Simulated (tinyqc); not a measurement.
Ways to converge the cycle: SCF convergence aids in the 3-21g basis, for N, spin multiplicity 4. Computed by the program tinyqc with PySCF. UHF with one setting changed at a time; a run stops when the energy changes by less than 1e-09 hartree and the error matrix is below 1e-5. The start is the core Hamiltonian. Damping d keeps d of the old density; a shift (hartree) raises the virtual levels; DIIS n extrapolates F over n matrices.

Geometry (angstrom):
```
atom       x       y       z
N     0.0000  0.0000  0.0000
```

lowest solution found by these runs and by PySCF with stability checks = -54.105390 hartree

Largest element of the error matrix X^T (FDS - SDF) X:
```
iteration    plain  damping 0.3  damping 0.6  shift 0.4   DIIS 3   DIIS 8
1          1.1e+00      1.1e+00      1.1e+00    1.1e+00  1.1e+00  1.1e+00
2          1.7e-01      3.0e-01      6.0e-01    1.5e-01  1.7e-01  1.7e-01
3          2.1e-02      1.0e-01      3.6e-01    3.3e-02  1.9e-02  1.9e-02
4          5.8e-03      3.8e-02      2.2e-01    1.9e-02  3.9e-03  3.9e-03
5          1.4e-03      1.5e-02      1.4e-01    8.5e-03  5.6e-04  3.5e-04
6          5.1e-04      6.4e-03      8.7e-02    3.7e-03  4.7e-05  2.8e-05
8          5.6e-05      1.5e-03      3.5e-02    6.9e-04  9.8e-08        -
10         6.3e-06      4.5e-04      1.5e-02    1.3e-04        -        -
14               -      3.7e-05      2.8e-03    4.4e-06        -        -
20               -      8.6e-07      3.3e-04          -        -        -
30               -            -      1.6e-05          -        -        -
```

How each run ends:
```
run          iterations  E (hartree)         state
plain                10   -54.105390  lowest found
damping 0.3          20   -54.105390  lowest found
damping 0.6          43   -54.105390  lowest found
shift 0.4            14   -54.105390  lowest found
DIIS 3                8   -54.105390  lowest found
DIIS 8                7   -54.105390  lowest found
```

What does the comparison show, and why?

6 of 6 runs reach the lowest solution found, in 7 to 43 iterations (fastest: DIIS 8). Plain steps already contract here, so damping only slows them. DIIS 3 and DIIS 8 gain by cancelling the error over several earlier matrices, much as a quasi-Newton step does.
